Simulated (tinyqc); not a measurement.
Microkinetic model of low-temperature epitaxy from hydride gases: adsorption, hydrogen desorption and rate control: one step, computed by the program tinyqc.

Each hydride molecule needs two free sites and leaves four hydrogen atoms, of which two leave at once as H2; theta is the hydrogen coverage, the site density is 6.78 per nm^2 and one layer is 1.358 angstrom thick.

Task: Rate constants. Flux per site F = p/(sqrt(2 pi M k_B T) x 6.78e18 per m^2), M = 32.12 u (silane), 76.63 u (germane), 2.016 u (hydrogen); s = s0 exp(-E_s/(k_B T)); k_S = s F_S, k_G = r_G s F_G; germanium fraction x = k_G/(k_S + k_G); k = k_S + k_G; k_H = s_H F_H; k_d = nu_d exp(-(E_d - dE x)/(k_B T)). Temperatures in kelvin are T(C) + 273.15.

Inputs (values chosen for the exercise, close to those used for silane and germane on Si(001)):

| quantity | value | unit |
|---|---|---|
| silane pressure p_S | 0.055 | Pa |
| sticking prefactor of silane s0 | 0.19 | - |
| adsorption barrier E_s | 0.27 | eV |
| desorption prefactor nu_d | 6.1e+12 | 1/s |
| desorption energy on silicon E_d | 2.07 | eV |
| hydrogen carrier pressure p_H | 440 | Pa |
| sticking of hydrogen s_H | 4.3e-08 | - |
| temperature T | 670 | C |
| germane pressure p_G | 0.0092 | Pa |
| sticking ratio of germane to silane r_G | 2.1 | - |
| lowering of E_d per unit germanium fraction, dE | 0.44 | eV |

Film: silicon-germanium. Order of hydrogen desorption: first.

Constants: k_B = 8.617333262e-05 eV/K; u = 1.6605390666e-27 kg; k_B = 1.380649e-23 J/K.

Give: k; germanium fraction x; k_H; k_d.

Result:

k = 1.033 1/s

germanium fraction x = 0.1853

k_H = 0.1686 1/s

k_d = 144.5 1/s
